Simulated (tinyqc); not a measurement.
The best anneal temperature for the time t: solubility, supersaturation, precipitation and gettering of an impurity in a silicon-like host. Computed by tinyqc, a small Python program. Command: `OMP_NUM_THREADS=1 python tinyqc.py 3002839 3002840 out.jsonl ripen walk`. One thread of a shared host (Intel(R) Xeon(R) Processor @ 2.30GHz), about 0.01 s of CPU time with the checks.

The wafer was saturated at T1 and is then held at T.

Inputs (values chosen for the exercise, modelled on oxygen in silicon):

| quantity | value | unit |
|---|---|---|
| site density N0 | 5e+22 | 1/cm^3 |
| enthalpy of solution H | 1.48 | eV |
| entropy of solution S | 0.63 | k_B |
| diffusion prefactor D0 | 0.15 | cm^2/s |
| migration energy Q | 2.51 | eV |
| temperature of saturation T1 | 1300 | K |
| anneal temperature T | 1196 | K |
| sink density n | 2.9e+10 | 1/cm^3 |
| initial sink radius r0 | 2.4 | nm |
| impurity density in the precipitate C_p | 4.3e+22 | 1/cm^3 |
| interface energy gamma | 0.21 | J/m^2 |
| anneal time t | 510000 | s |

Constants: k_B = 8.617333262e-05 eV/K; k_B = 1.380649e-23 J/K.

Method:
- C_eq(T) = N0 exp(S/k_B - H/(k_B T)); D(T) = D0 exp(-Q/(k_B T)); C0 = C_eq(T1). Supersaturation s = C0/C_eq(T); critical radius r* = 2 gamma/(C_p k_B T ln s); barrier W* = (4 pi/3) gamma r*^2. Strain energy is left out.
- r_f = [r0^3 + 3 (C0 - C_eq)/(4 pi n C_p)]^(1/3), tau_f = 1/(4 pi n r_f D).
- Growing sinks: with y = r/r_f and y0 = r0/r_f, dy/dt = (1 - y^3)/(3 tau_f y), which integrates to t/tau_f = F(y) - F(y0), F(y) = (1/2) ln[(1 + y + y^2)/(1 - y)^2] - sqrt(3) arctan[(2y + 1)/sqrt(3)]; the share of the excess left is (1 - y^3)/(1 - y0^3), and C(t) = C_eq + (C0 - C_eq) x share.

C0 = 1.71784e+17 1/cm^3

Dissolved share after t:

| T (K) | C_eq/C0 | tau_f (s) | C(t)/C0 |
|---|---|---|---|
| 585 | 9.7137e-08 | 2.4001e+16 | 1.0000 |
| 676 | 5.0554e-06 | 2.9468e+13 | 1.0000 |
| 780 | 1.4960e-04 | 9.4261e+10 | 1.0000 |
| 884 | 1.9951e-03 | 1.1658e+09 | 1.0000 |
| 988 | 1.5422e-02 | 3.6500e+07 | 0.9986 |
| 1092 | 8.0747e-02 | 2.2535e+06 | 0.9454 |
| 1183 | 2.7074e-01 | 3.1280e+05 | 0.5298 |
| 1248 | 5.7668e-01 | 1.0400e+05 | 0.5831 |

The lowest dissolved share among these rows is 0.53 at 1183 K. Above it solubility sets the floor; below it diffusion is too slow for this time. Solubility falls with H = 1.48 eV and diffusion with Q = 2.51 eV. Caution: the barrier to homogeneous nucleation is below 35 k_B T for these inputs, so new precipitates would form and outnumber the fixed sinks assumed here.

Extremes, crossings and ranges named in words are read from the listed rows.
